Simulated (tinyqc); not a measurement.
Rutherford backscattering from a thin compound film on silicon: kinematics, yields, composition and thickness. From one set of inputs to another, one input at a time. Computed by tinyqc, a small Python program. Command: `OMP_NUM_THREADS=1 python tinyqc.py 3021678 3021679 out.jsonl rbs ladder`. One thread of a shared host (Intel(R) Xeon(R) Processor @ 2.30GHz), about 0.01 s of CPU time with the checks.

Singly charged helium ions (Z1 = 2, M1 = 4.0026 u) enter at the tilt angle a1 to the normal and leave at a2 = |180 - theta - tilt| in the same plane. The film is A B_x.

The inputs printed are set A. Set A is modelled on a helium beam on WSi2; the values taken over come from a set modelled on a helium beam on TiN. Inputs not listed in the table keep their values of set A, so the rows need not describe a real material.

Inputs (values chosen for the exercise, modelled on a helium beam on WSi2): beam energy E0 = 2.4 MeV; scattering angle theta = 165 degrees; tilt of the sample = 30 degrees; heavy element: Z_A = 74; heavy element: mass M_A = 183.8 u; heavy element: stopping eps_A at 2 MeV = 110 1e-15 eV cm^2; light element: Z_B = 14; light element: mass M_B = 28.09 u; light element: stopping eps_B at 2 MeV = 50 1e-15 eV cm^2; atoms of B per atom of A, x = 1.83; atomic density of the film = 74.3 1/nm^3; film thickness d = 7.1 nm; collected charge = 18 microcoulomb; detector solid angle = 4.4 msr; detector resolution (FWHM) = 16 keV.

Constants: e^2/(4 pi eps_0) = 14.39964548 eV angstrom; e = 1.602176634e-19 C.

Method:
- Kinematic factor K = [(sqrt(M^2 - M1^2 sin^2 theta) + M1 cos theta)/(M + M1)]^2.
- Surface edges lie at K E0; substrate silicon has M = 28.09 u. Mass resolution at M_A = resolution/(E0 dK/dM).
- Stopping per atom eps(E) = eps(2 MeV) (E/2 MeV)^(-0.4) (a law chosen for the exercise); Bragg rule eps_film = (eps_A + x eps_B)/(1 + x); areal density N d, with 1/nm^2 = 0.1 x 1e15/cm^2.
- Width of the signal of element i: [K_i eps(E0)/cos a1 + eps(K_i E0)/cos a2] N d; depth resolution = resolution x d/width of A; energy lost on the way in = eps(E0) N d/cos a1.
- Rutherford cross section in the laboratory frame: sigma = (Z1 Z e^2/(4 pi eps_0 4E))^2 (4/sin^4 theta) (r + cos theta)^2/r, r = sqrt(1 - (M1 sin theta/M)^2), times the screening factor 1 - 0.049 Z1 Z^(4/3)/E (E in keV); 1 angstrom^2 = 1e8 barn.
- Counts = (charge/e) x solid angle x sigma(E_mean) x areal density of the element/cos a1, E_mean = E0 - half the energy lost on the way in; 1 barn = 1e-24 cm^2. The ratio of areas returns x = (Y_B/Y_A)(sigma_A/sigma_B), with the counting error sqrt(1/Y_A + 1/Y_B).

Each row keeps all changes above it:
```
input moved                                             from    to  depth resolution (nm)  ratio of areas Y_B/Y_A  mass resolution at M_A (u)
set A                                                      -     -                 15.264                0.063734                      15.583
scattering angle theta (degrees)                         165   170                 15.056                0.063687                      15.447
beam energy E0 (MeV)                                     2.4   2.2                 14.541                0.063753                      16.852
detector resolution (FWHM) (keV)                          16    12                 10.906                0.063753                      12.639
light element: stopping eps_B at 2 MeV (1e-15 eV cm^2)    50  33.6                 12.815                0.063753                      12.639
atomic density of the film (1/nm^3)                     74.3   108                  8.816                0.063754                      12.639
heavy element: stopping eps_A at 2 MeV (1e-15 eV cm^2)   110  79.7                 10.708                0.063753                      12.639
atoms of B per atom of A, x                             1.83  1.12                  9.653                0.039019                      12.639
```

Where does the difference come from?

Depth resolution goes from 15.3 to 9.65, a factor 0.632 in all. The largest single move comes from atomic density of the film (a factor 0.688), and heavy element: stopping eps_A at 2 MeV works against it (a factor 1.21). Ratio of areas Y_B/Y_A goes from 0.0637 to 0.0390, a factor 0.612 in all. The largest single move comes from atoms of B per atom of A, x (a factor 0.612). Mass resolution at M_A goes from 15.6 to 12.6, a factor 0.811 in all. The largest single move comes from detector resolution (FWHM) (a factor 0.750), and beam energy E0 works against it (a factor 1.09). The single moves hold for this order of the switches; the total does not depend on the order.

Caution (all rows): the silicon signal of the film merges with that of the substrate, so only the width of A can be read directly. Caution (all rows): film and substrate silicon overlap, so Y_B must be separated by a fit.

Extremes, crossings and ranges named in words are read from the listed rows.
